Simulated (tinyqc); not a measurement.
Implant damage, amorphisation by cascade overlap, and solid-phase epitaxial regrowth: one step, computed by the program tinyqc. Command: `OMP_NUM_THREADS=1 python tinyqc.py 3111647 3111648 out.jsonl sper walk`. One thread of a shared host (Intel(R) Xeon(R) Processor @ 2.30GHz), about 0.01 s of CPU time with the checks.

Range and width of the damage are inputs. Dynamic annealing enters only through the surviving share f.

Question. Damage left below the interface. Displaced atoms per area beyond the lower edge z2: f nu Q (1/2) erfc((z2 - R_d)/(sqrt2 s_d)); they are not removed by regrowth.

Inputs (values chosen for the exercise, modelled on arsenic ions in silicon): depth of the damage peak R_d = 18 nm; width of the damage profile s_d = 9.7 nm; share of defects that survive f = 0.9; dose Q = 6.6e+14 1/cm^2.

lower edge = 40.87676 nm

displacements per ion nu = 659.2025

Give: share of the damage beyond z2; displaced atoms beyond z2.

Answer.

share of the damage beyond z2 = 0.009176

displaced atoms beyond z2 = 3.593e+15 1/cm^2
